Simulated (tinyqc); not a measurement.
# Worked calculation: punch-through p+-n junction, ionisation integral and breakdown

Program tinyqc, `OMP_NUM_THREADS=1 python tinyqc.py 2120146 2120147 out.jsonl`; Intel Xeon 2.30GHz, shared host, one thread, about 0.08 s. Printed values are rounded.

A p+ layer at x < 0 and an n drift layer from x = 0 to L on an n+ substrate. Depletion approximation, built-in voltage neglected. Local ionisation coefficients alpha_n = an exp(-(bn/E)^mx), alpha_p = ap exp(-(bp/E)^mx). Electrons move towards +x, holes towards x = 0.

Inputs (values chosen for the exercise); material values close to those of indium phosphide:
```
symbol,value,unit,meaning
eps_r,12.6,,relative permittivity
an,1.12e7,1/cm,prefactor of the electron ionisation coefficient
bn,2.97e6,V/cm,field constant for electrons
ap,4.69e6,1/cm,prefactor of the hole ionisation coefficient
bp,2.44e6,V/cm,field constant for holes
mx,1,,exponent
N,1e16,cm^-3,donor density of the drift layer
L,2.2,um,thickness of the drift layer
V,52.5,V,reverse voltage
fr,1,,share of the depleted width that the grid covers
```

Constants: q = 1.602176634e-19 C, eps0 = 8.8541878128e-14 F/cm where lengths are in cm. Results are converted to the units shown.

## Field and ionisation coefficients on a grid

W = sqrt(2 eps0 eps_r V/(q N)), peak field E0 = q N W/(eps0 eps_r), falling linearly to 0 at W; if W > L the layer is punched through: W = L, E0 = V/L + q N L/(2 eps0 eps_r), falling linearly to E1 = V/L - q N L/(2 eps0 eps_r). Grid: 11 equal steps from 0 to fr W.

W = 2.2 um

| point | x (um) | E (kV/cm) | alpha_n (1/cm) | alpha_p (1/cm) |
|---|---|---|---|---|
| 0 | 0.00000 | 396.610 | 6266.38 | 9984.60 |
| 1 | 0.20000 | 367.887 | 3492.24 | 6176.31 |
| 2 | 0.40000 | 339.165 | 1762.73 | 3522.06 |
| 3 | 0.60000 | 310.442 | 784.019 | 1810.20 |
| 4 | 0.80000 | 281.720 | 295.610 | 812.293 |
| 5 | 1.00000 | 252.998 | 89.3161 | 303.865 |
| 6 | 1.20000 | 224.275 | 19.8611 | 88.3627 |
| 7 | 1.40000 | 195.553 | 2.83972 | 17.8766 |
| 8 | 1.60000 | 166.830 | 0.207817 | 2.08611 |
| 9 | 1.80000 | 138.108 | 0.00512562 | 0.0996187 |
| 10 | 2.00000 | 109.385 | 1.80879e-5 | 9.62961e-4 |
| 11 | 2.20000 | 80.6630 | 1.14436e-9 | 3.42033e-7 |

## Ionisation integrals by the trapezoid rule

G(x) = integral from 0 to x of (alpha_n - alpha_p); I_n = integral of alpha_n exp(-G) (electrons injected at x = 0), I_p = integral of alpha_p exp(G(end) - G) (holes injected at the far edge); M = 1/(1 - I). All integrals by the trapezoid rule on the grid.

| point | G | alpha_n exp(-G) (1/cm) |
|---|---|---|
| 0 | 0.000000 | 6266.38 |
| 1 | -0.064023 | 3723.14 |
| 2 | -0.108457 | 1964.67 |
| 3 | -0.136312 | 898.52 |
| 4 | -0.151741 | 344.05 |
| 5 | -0.159053 | 104.71 |
| 6 | -0.161883 | 23.35 |
| 7 | -0.162719 | 3.34 |
| 8 | -0.162888 | 0.24 |
| 9 | -0.162908 | 0.01 |
| 10 | -0.162909 | 0.00 |
| 11 | -0.162909 | 0.00 |

I_n = 0.203904
I_p = 0.322980
M_n = 1.25613
M_p = 1.47706

A grid of 1500 steps over the whole width gives I_n = 0.1990 and I_p = 0.3182; the coarse I_n is 2.5 % above and the coarse I_p 1.5 % above those values. Holes multiply more: on this coarse grid M - 1 is 1.86 times as large for them.

## Breakdown voltage by secant steps

G(x) = integral from 0 to x of (alpha_n - alpha_p); I_n = integral of alpha_n exp(-G) (electrons injected at x = 0), I_p = integral of alpha_p exp(G(end) - G) (holes injected at the far edge); M = 1/(1 - I). Secant steps on ln I_n(V) = 0 with the integrals on a fine grid (1500 steps), from the points V = 57.8 and 62.1 V; stop when the step is below 1e-7 of V.

Course of the iteration:

| step | V (V) | I_n | change of V (V) |
|---|---|---|---|
| 1 | 62.1 | 0.533038 | 6.42 |
| 2 | 68.5165 | 0.949355 | 0.578 |
| 3 | 69.0943 | 0.997165 | 0.0334 |
| 4 | 69.1277 | 0.999986 | 1.64e-4 |
| 5 | 69.1278 | 1.00000 | 4.40e-8 |

Breakdown at 69.128 V, with a peak field of 472.2 kV/cm and W = 2.200 um. The integral for holes reaches 1 at the same voltage.
